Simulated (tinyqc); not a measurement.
From results back to parameters: heavy doping: gap narrowing, degeneracy and the minority density. Four cases, with inputs chosen for the exercise.

Problem. The minority density was computed from a hidden true narrowing dEg.

F_j(eta) = (1/Gamma(j + 1)) integral_0^infinity x^j dx/(1 + exp(x - eta)), which tends to exp(eta) for eta << 0.

Majority: N = Nc F_1/2(eta), eta the distance of EF beyond the majority band edge in kT. Degeneracy factor gam = F_1/2(eta)/exp(eta). ni0^2 = Nc Nv exp(-Eg/kT); product n p = ni0^2 gam exp(dEg/kT), dEg the true narrowing; apparent narrowing dEa = dEg + kT ln gam; minority density = n p/N.

Constants: kB = 8.617333262e-05 eV/K.

Find: dEa; gam; dEg.

Method. dEa = kT ln(minority x N/ni0^2); gam follows from N alone, and dEg = dEa - kT ln gam.

Case 1.

Values chosen (gap and densities of states near those of Si at this temperature; narrowing constants near the fits for Si; shifted at random, so the results belong to these values and not to a real crystal): N = 4.2e+18 1/cm^3 (ionised donors, equal to the majority density); Eg = 1.096 eV (gap); Nc = 4.19e+19 1/cm^3 (conduction-band density of states); Nv = 1.75e+19 1/cm^3 (valence-band density of states); T = 400 K.

minority density = 1.09400e+07 1/cm^3

Solution.

dEa = 48.10 meV
gam = 0.9652
dEg = 49.32 meV

Case 2.

Values chosen (gap and densities of states near those of Si at this temperature; narrowing constants near the fits for Si; shifted at random, so the results belong to these values and not to a real crystal): N = 6.8e+18 1/cm^3 (ionised donors, equal to the majority density); Eg = 1.133 eV (gap); Nc = 2.82e+19 1/cm^3 (conduction-band density of states); Nv = 1.12e+19 1/cm^3 (valence-band density of states); T = 300 K.

minority density = 35.2387 1/cm^3

Solution.

dEa = 54.38 meV
gam = 0.9185
dEg = 56.58 meV

Case 3.

Values chosen (gap and densities of states near those of GaAs at this temperature; narrowing constants of the size fitted for Si, not for this material; shifted at random, so the results belong to these values and not to a real crystal): N = 2.1e+17 1/cm^3 (ionised donors, equal to the majority density); Eg = 1.431 eV (gap); Nc = 4.38e+17 1/cm^3 (conduction-band density of states); Nv = 9.71e+18 1/cm^3 (valence-band density of states); T = 300 K.

minority density = 2.41525e-05 1/cm^3

Solution.

dEa = 6.92 meV
gam = 0.8450
dEg = 11.27 meV

Case 4.

Values chosen (gap and densities of states near those of Ge at this temperature; narrowing constants of the size fitted for Si, not for this material; shifted at random, so the results belong to these values and not to a real crystal): N = 1.4e+18 1/cm^3 (ionised donors, equal to the majority density); Eg = 0.677 eV (gap); Nc = 7.68e+18 1/cm^3 (conduction-band density of states); Nv = 3.65e+18 1/cm^3 (valence-band density of states); T = 250 K.

minority density = 2.82606e+06 1/cm^3

Solution.

dEa = 39.55 meV
gam = 0.9377
dEg = 40.94 meV

Computed by tinyqc, one run a case: `OMP_NUM_THREADS=1 python tinyqc.py N N+1 out.jsonl` with N = 1680684, 1680714, 1680878, 1680981; one thread of a shared Intel(R) Xeon(R) Processor @ 2.30GHz, about 0.01 s a run at most.
